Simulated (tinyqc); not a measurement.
States in the gap of a film: thin (001) film in sp3s* tight binding with raised dangling bonds.

Planes alternate anion (a), cation (c) along [001], a/4 apart, starting with an anion; zero in-plane momentum; levels counted from the bulk Ev, the lower root of [[Epa, Vxx], [Vxx, Epc]]; no spin-orbit coupling. Block of s, pz, s*: from an anion to the cation above, Vss/2 (s,s), Vsapc/2 (s,z), -Vscpa/2 (z,s), Vxx/2 (z,z), Vxapc/2 (s*,z), -Vpaxc/2 (z,s*); to the cation below the same with the s-z and s*-z signs reversed. Block of u = (px + py)/sqrt2 and v = (px - py)/sqrt2: to the cation above (Vxx + Vxy)/2 for u and (Vxx - Vxy)/2 for v, to the cation below the reverse. Each surface atom has two dangling sp3 hybrids; raising both by dl adds (dl/2) [[1, t], [t, 1]] to its s, pz levels (t = -1 at the bottom face, +1 at the top) and dl to the one of u, v in whose plane the missing bonds lie (v for a bottom anion or a top cation, u for a top anion).

Inputs chosen for the exercise (out of a larger set: near a published set for GaP, fitted to gaps, whose masses and valley positions are rough; not measured data): p = (-8.172, 1.129, -2.197, 4.085, 8.453, 7.158, -7.438, 2.144, 5.128, 4.257, 6.324, 4.652, 5.068) eV (order Esa, Epa, Esc, Epc, Exa, Exc, Vss, Vxx, Vxy, Vsapc, Vscpa, Vxapc, Vpaxc); Nw = 31 (planes in the thicker film).

edges (eV): Gamma 2.82812, Delta 2.29613

Levels between 0 and the lower bulk edge, the largest weight on the two outer planes of both faces among them, and the nearest levels outside, for several shifts dl.

Film of Nw planes:
```
dl (eV)  levels in the gap                     at (eV)  surface weight  next above (eV)  next below (eV)
0                        4  0.013, 0.086, 1.126, 1.126            0.83           2.3087          -0.0397
1                        4  0.266, 0.291, 1.981, 1.981            0.87           2.3087          -0.0386
2                        2                0.618, 0.627            0.62           2.3087          -0.0381
3                        2                1.044, 1.047            0.68           2.3088          -0.0378
5                        2                1.928, 1.931            0.69           2.3091          -0.0374
10                       0                           -               -           2.3085          -0.0371
30                       0                           -               -           2.3086          -0.0368
100                      0                           -               -           2.3086          -0.0366
```

Can the levels of the bare film be read as confined subbands?

No: with bare surfaces (dl = 0) 4 levels lie in the bulk gap, with up to 83 % of the weight on the four outer planes, two a face, where an even spread gives 13 %; these are dangling-bond states, not subbands. The reruns show the bulk gap clear from dl = 10 eV on, and at dl = 30 eV the next level above lies 0.0 meV from its value at 100 eV.

(tinyqc, `OMP_NUM_THREADS=1 python tinyqc.py 1480079 1480080 out.jsonl`, Intel(R) Xeon(R) Processor @ 2.30GHz, 1 thread, shared host, about 0.4 s.)
